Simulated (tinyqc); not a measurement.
Valley-orbit splitting of a donor ground state, with strain: one step, computed by the program tinyqc. Command: `OMP_NUM_THREADS=1 python tinyqc.py 3001592 3001593 out.jsonl valleyorbit walk`. One thread of a shared host (Intel(R) Xeon(R) Processor @ 2.30GHz), about 0.01 s of CPU time with the checks.

The basis is the 1s envelope in each valley; energies are counted from the unstrained conduction-band edge. The strain is e_s (a a^T - 1/3) for the unit stress axis a, so valley j along n_j moves by Xi_u e_s w_j with w_j = (n_j.a)^2 - 1/3: -1/3 for x and y, +2/3 for z.

Problem. Levels and ground state under strain. Diagonalise H; the ground vector has positive components. The density at the nucleus, and so the contact hyperfine coupling, scales as (sum_j c_j)^2/(number of valleys), which is 1 without strain; the envelopes are held fixed.

Valleys: six along <100>. Stress axis: [001].

H (meV):
```
         +x       -x       +y       -y       +z       -z
+x  -37.434   -2.790   -2.500   -2.500   -2.500   -2.500
-x   -2.790  -37.434   -2.500   -2.500   -2.500   -2.500
+y   -2.500   -2.500  -37.434   -2.790   -2.500   -2.500
-y   -2.500   -2.500   -2.790  -37.434   -2.500   -2.500
+z   -2.500   -2.500   -2.500   -2.500  -29.682   -2.790
-z   -2.500   -2.500   -2.500   -2.500   -2.790  -29.682
```

Give: levels; valley amplitudes of the ground state; hyperfine ratio A/A_0.

Solution.

levels (meV): -48.37  -35.22  -34.64  -34.64  -29.33  -26.89

valley amplitudes of the ground state: +x 0.4568, -x 0.4568, +y 0.4568, -y 0.4568, +z 0.2874, -z 0.2874

hyperfine ratio A/A_0 = 0.9617
